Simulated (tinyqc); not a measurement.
On-chip interconnect, size-dependent resistivity and RC delay: two steps of the calculation.

A rectangular line between two neighbours and two ground planes. Surface and grain-boundary scattering are added to the bulk resistivity as corrections; capacitances are parallel-plate values without fringing; inductance is ignored.

Values chosen for this exercise; metal values close to those of copper: bulk resistivity rho0 = 1.65 uohm cm; bulk mean free path lam = 40.1 nm; specular share of surface scattering ps = 0.5; reflection coefficient of grain boundaries Rg = 0.57; grain size over the metal width gr = 1; drawn line width wd = 99 nm; aspect ratio, height over width AR = 1.4; liner on both walls and the bottom, not conducting tl = 2 nm; space to the neighbouring lines sp = 99 nm; dielectric height to the planes above and below hd = 160 nm; relative permittivity of the dielectric ek = 2.5; Miller factor of the neighbours Mf = 1; driver resistance Rd = 6400 ohm; time step dt = 47 ps.

Constants: eps0 = 8.8541878128e-12 F/m. Results are converted to the units shown.

Problem 1. Resistivity, resistance and capacitance per length. Metal width x = wd - 2 tl, height y = AR wd - tl; grain boundaries (Mayadas-Shatzkes): al = (lam/(gr x)) Rg/(1 - Rg), g = 1/[1 - 3 al/2 + 3 al^2 - 3 al^3 ln(1 + 1/al)] - 1; surfaces (Fuchs-Sondheimer, thick limit): s = (3/8) lam (1 - ps)(1/x + 1/y); rho = rho0 (1 + g + s); r = rho/(x y); c = eps0 ek (2 wd/hd + 2 Mf AR wd/sp).

Wanted: x; y; al; g; s; rho; r; c.

Solution 1.

x = 95.000 nm
y = 136.60 nm
al = 0.55953
g = 0.78176
s = 0.13419
rho = 3.1613 uohm cm
r = 2.4361 ohm/um
c = 0.089372 fF/um

Problem 2. Node voltages after a time step. A 1 V step is applied behind Rd at t = 0. C dv/dt = -G v + b, with G the conductance matrix of the ladder (1/Rs between neighbours, 1/Rd added at node 0) and b = (1 V/Rd, 0, ...). Trapezoidal step: (C/dt + G/2) v(new) = (C/dt - G/2) v + b.

Rs = 105.56410 ohm

```
node	C (fF)	v at t = 1 dt (V)
0	1.9363924	0.30160928
1	3.8727849	0.27621890
2	3.8727849	0.25563386
3	3.8727849	0.23949606
4	3.8727849	0.22752474
5	3.8727849	0.21951166
6	4.3363924	0.21531739
```

Wanted: v at t = 2 dt.

Solution 2.

v at t = 2 dt, node 0 to 6 (V): 0.41804  0.42332  0.42636  0.42792  0.42860  0.42881  0.42884

Numbers from tinyqc (`OMP_NUM_THREADS=1 python tinyqc.py 2100141 2100142 out.jsonl`; about 0.01 s on one thread of a shared Intel Xeon 2.30GHz).
